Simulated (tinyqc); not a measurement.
From results back to parameters: propagation of a band-gap error through k.p and effective-mass formulas. Three cases, with inputs chosen for the exercise.

Problem. A calculation returned the electron mass below. With 1/me = 1 + Ep (E + 2 Dso/3)/(E (E + Dso)) and the given Ep and Dso, which gap E did it have, and by what factor is exp(-E/2kT) off against the gap Eg?

Constants: kB = 8.617333262e-05 eV/K.
Find: X = 1/me - 1; E; log10 of the factor.
Method. X E^2 + (X Dso - Ep) E - (2/3) Ep Dso = 0 has one positive root; the factor is exp((Eg - E)/2kT).

Case 1.

Values chosen (reference values near those of GaAs, gap at low temperature; not measured data): Eg = 1.502 eV (gap at Gamma to the s-like level); Dso = 0.342 eV (spin-orbit splitting); Ep = 26 eV (Kane energy); T = 300 K (temperature).

me = 0.0250513 m0

Solution.

X = 1/me - 1 = 38.918
E = 0.586 eV
log10 of the factor = 7.69

Case 2.

Values chosen (reference values near those of InSb, gap at low temperature; not measured data): Eg = 0.236 eV (gap at Gamma to the s-like level); Dso = 0.811 eV (spin-orbit splitting); Ep = 23 eV (Kane energy); T = 77 K (temperature).

me = 0.0154640 m0

Solution.

X = 1/me - 1 = 63.666
E = 0.271 eV
log10 of the factor = -1.15

Case 3.

Values chosen (reference values near those of GaSb, gap at low temperature; not measured data): Eg = 0.808 eV (gap at Gamma to the s-like level); Dso = 0.758 eV (spin-orbit splitting); Ep = 26.8 eV (Kane energy); T = 77 K (temperature).

me = 0.0137524 m0

Solution.

X = 1/me - 1 = 71.715
E = 0.283 eV
log10 of the factor = 17.18

Computed by tinyqc, one run a case: `OMP_NUM_THREADS=1 python tinyqc.py N N+1 out.jsonl` with N = 1880475, 1880484, 1880501; one thread of a shared Intel(R) Xeon(R) Processor @ 2.30GHz, about 0.01 s a run at most.
